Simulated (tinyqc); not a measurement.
# Conductivities from two wire lengths

Question. A wire with uniform heating p0 per length and ends at the substrate temperature has theta(L/2) = (p0/g)[1 - 1/cosh(L/(2 LH))], LH = sqrt(kap A/g). Find LH, g and kap.

Parameters, values chosen for the exercise: cross-section A = 75 nm^2; peak heating per length p0 = 0.57 uW/nm.

theta at the middle for L = 61 and 122 nm (K): [69.134659, 144.26538]

Solution. With c = cosh(L1/(2 LH)) the longer wire has 2 c^2 - 1. The ratio of the two rises falls steadily from 4 to 1 as c grows, so it fixes c; g and kap follow.

LH = 30.5 nm
g = 2.90 W/(m K)
kap = 36.0 W/(m K)

tinyqc, about 0.01 s, one thread, Intel Xeon 2.30GHz (shared host): `OMP_NUM_THREADS=1 python tinyqc.py 2520021 2520022 out.jsonl`
